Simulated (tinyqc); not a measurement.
# Polytypes and stacking faults of a tetrahedral semiconductor in an axial Ising model with couplings up to third neighbours, step by step

A worked calculation. Computed by tinyqc, a small Python program that keeps every step. Command: `OMP_NUM_THREADS=1 python tinyqc.py 3023267 3023268 out.jsonl polytype walk`. One thread of a shared host (Intel(R) Xeon(R) Processor @ 2.30GHz), about 0.01 s of CPU time with the checks. Intermediate numbers are printed to about 6 digits and carried at full precision; extremes and crossings named in words are read from the listed rows.

Each double layer has s = +1 or -1 for the sense of its stacking step; E per pair of atoms = E0 - sum_n J_n <s_i s_(i+n)>, n = 1, 2, 3. Hexagonality h = (1 - <s_i s_(i+1)>)/2.

Inputs (values chosen for the exercise, of the order of those of ZnS for J, a, G and the gaps):
```
quantity                                    value      unit
J1                                           2.09  meV/pair
J2                                        -0.0735  meV/pair
J3                                           0.05  meV/pair
basal lattice constant a                     3.82  angstrom
shear modulus G                              34.5       GPa
Poisson ratio nu                             0.29         -
gap of 3C                                    3.72        eV
gap of 4H                                     3.8        eV
binding energy of the fault level E_b       0.056        eV
in-plane mass m                              0.32        m0
effective density of states N_c at 300 K  2.3e+19    1/cm^3
electron density n                        1.1e+16    1/cm^3
temperature T                                 550         K
```

Host polytype: 3C.

Constants: 1 eV/angstrom^2 = 16.02176634 J/m^2; m_0 = 9.1093837015e-31 kg; hbar = 1.054571817e-34 J s; k_B = 1.380649e-23 J/K; k_B = 8.617333262e-05 eV/K.

## Energies of the polytypes

correlations of the repeat units 3C (+), 2H (+-), 4H (++--), 6H (+++---), 15R (+++--), 8H (++++----), 21R (++++---), 9R (++-):
```
        n = 1     n = 2     n = 3
3C    1.00000   1.00000   1.00000
2H   -1.00000   1.00000  -1.00000
4H    0.00000  -1.00000   0.00000
6H    0.33333  -0.33333  -1.00000
15R   0.20000  -0.60000  -0.60000
8H    0.50000   0.00000  -0.50000
21R   0.42857  -0.14286  -0.71429
9R   -0.33333  -0.33333   1.00000
```

E - E(3C) = sum_n J_n (1 - C_n), C_n = <s_i s_(i+n)>. The gap is taken linear in h between 3C (h = 0) and 4H (h = 1/2), a rough rule, with a dash beyond.

Polytypes:
```
polytype        h  E - E(3C) (meV/pair)  gap by the linear rule (eV)
3C        0.00000               0.00000                      3.72000
2H        1.00000               4.28000                            -
4H        0.50000               1.99300                      3.80000
6H        0.33333               1.39533                      3.77333
15R       0.40000               1.63440                      3.78400
8H        0.25000               1.04650                      3.76000
21R       0.28571               1.19600                      3.76571
9R        0.66667               2.68867                            -
```

E(2H) - E(3C) = 4.28 meV/pair

E(4H) - E(3C) = 1.993 meV/pair

E(6H) - E(3C) = 1.39533 meV/pair

The lowest is 3C, 1.046 meV/pair below 8H. J1/|J2| = 28.44: for J3 = 0 and J2 < 0 the ground state is 2H below -2, 4H between -2 and 2, and 3C above 2; at 2 itself all periods with bands of two or more layers are degenerate. Four or more polytypes lie within 1.5 meV/pair, so small a spread that growth kinetics and seeds can decide.

## Back from three energies to J1, J2, J3

With d2, d4, d6 the energies of 2H, 4H, 6H over 3C: d2 = 2 J1 + 2 J3, d4 = J1 + 2 J2 + J3, d6 = (2/3) J1 + (4/3) J2 + 2 J3, so J2 = (d4 - d2/2)/2, J3 = (3/4)(d6 - (2/3) d4), J1 = d2/2 - J3.

J1 recovered = 2.09 meV/pair

J2 recovered = -0.0735 meV/pair

J3 recovered = 0.0500000 meV/pair

## Stacking-fault energies

fault coefficients k_n:
```
               J1  J2  J3
intrinsic       4   4   4
extrinsic       4   8   8
twin boundary   2   4   6
```

Faults in 3C: the sequences intrinsic (-), extrinsic (--), twin boundary (+ turns to -) are put between perfect repeats; k_n = (layers x C_n of the host) - sum_i s_i s_(i+n). gamma = sum k_n J_n/A, A = (sqrt 3/2) a^2; 1 meV/angstrom^2 = 16.02177 mJ/m^2.

gamma (mJ/m^2): intrinsic 10.4797, extrinsic 10.3605, twin boundary 5.3070

energy of the glide fault, intrinsic = 10.4797 mJ/m^2

The cheapest is the twin boundary fault.

## Splitting of a basal screw dislocation

Screw line, bounded by the intrinsic fault of energy gamma: b = a, partials b_p = a/sqrt 3; d = G b_p^2 (2 - 3 nu)/(8 pi gamma (1 - nu)). One partial is driven off by the shear stress gamma/b_p along its Burgers vector.

splitting width d = 10.1404 nm

stress to open the fault = 47.5166 MPa

## Electronic energy gained by the fault

The fault binds electrons in a two-dimensional band E_b below the conduction edge, g2 = m m0/(pi hbar^2) for one valley. With the Fermi level held by the bulk, eta = ln[n/N_c(T)], N_c(T) = N_c (T/300)^1.5, the grand potential falls by g2 (k_B T)^2 F1(x), x = eta + E_b/(k_B T), F1(x) = integral from 0 to infinity of ln(1 + exp(x - t)) dt; sheet density g2 k_B T ln(1 + e^x). Band bending by the trapped charge is left out, so the gain is an upper bound. Net fault energy = gamma of the intrinsic fault less the electronic gain.

x = -7.37301

sheet density = 3.97732e+09 1/cm^2

electronic gain = 3.02068e-04 mJ/m^2

net fault energy = 10.4794 mJ/m^2

The gain offsets 0.0029 % of the fault energy. Caution: rows with n above 0.3 N_c(T) are near degeneracy, where eta = ln(n/N_c) underestimates the Fermi level.

## Gain against electron density

The formulas are those given above.

At T:
```
n (1/cm^3)         x  sheet density (1/cm^2)  gain (mJ/m^2)   gain/gamma  gain/gamma at T + 200 K
1.00e+14    -12.0735             3.61687e+07    2.74650e-06  2.62078e-07              2.23328e-07
1.00e+15     -9.7709             3.61677e+08    2.74646e-05  2.62075e-06              2.23326e-06
1.00e+16     -7.4683             3.61585e+09    2.74611e-04  2.62041e-05              2.23313e-05
1.00e+17     -5.1657             3.60659e+10    2.74259e-03  2.61705e-04              2.23182e-04
1.00e+18     -2.8631             3.51740e+11    2.70827e-02  2.58430e-03              2.21884e-03
5.00e+18     -1.2537             1.59088e+12    1.28599e-01  1.22713e-02              1.08210e-02
2.00e+19      0.1326             4.82536e+12    4.42057e-01  4.21822e-02              3.98804e-02
```

For x well below 0 the gain is k_B T times the sheet density and linear in n; for x well above 0 the well fills and the gain grows only about as x^2. It stays below the fault energy in all rows; 200 K more changes it by a factor 0.85 at 1e16.

Checks made by the program: the recovered constants (relative difference below 1e-10).
